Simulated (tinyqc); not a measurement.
Trench capacitor in an array: capacitance, non-linearity, leakage and relaxation: one step of the calculation.

A film between two metal electrodes, each interface adding a series capacitance ci. The small-signal permittivity is ek (1 + aq E^2); the field is found with the linear permittivity. Leakage J = J0 sinh(E/Ef). After a voltage step the film passes a relaxation current kr C V tt^(-nr), tt being the time in seconds. The sidewall is a coaxial capacitor with radii a = dm/2 - t and b = dm/2, depth AR dm; the end face is left out.

Problem. Planar capacitance, field and non-linearity. Planar film: Cf = eps0 ek/t, 1/C = 1/Cf + 2/ci, EOT = 3.9 eps0/C, effective permittivity C t/eps0, E = (V/t) C/Cf; quadratic coefficient [C(V)/C - 1]/V^2 with Cf (1 + aq E^2) in C(V).

Parameters, values chosen for the exercise; permittivity of the order of that of aluminium oxide: relative permittivity of the film ek = 8.74; film thickness t = 21 nm; capacitance of each electrode interface (dead layer and screening) ci = 210 uF/cm^2; quadratic field coefficient of the permittivity aq = 0.0033 cm^2/MV^2; bias V = 2.1 V; leakage prefactor J0 = 7.4e-10 A/cm^2; field for an e-fold rise of the leakage Ef = 0.17 MV/cm.

Constants: eps0 = 8.8541878128e-14 F/cm where lengths are in cm. Results are converted to the units shown.

Find: Cf; C; EOT; effective permittivity; E; quadratic coefficient; J.

Solution.

Cf = 0.36850 uF/cm^2
C = 0.36721 uF/cm^2
EOT = 9.4036 nm
effective permittivity = 8.7094
E = 0.99650 MV/cm
quadratic coefficient = 740.47 ppm/V^2
J = 1.3000e-7 A/cm^2

The interfaces take 0.350 % of the voltage.

tinyqc, about 0.01 s, one thread, Intel Xeon 2.30GHz (shared host): `OMP_NUM_THREADS=1 python tinyqc.py 2102020 2102021 out.jsonl`
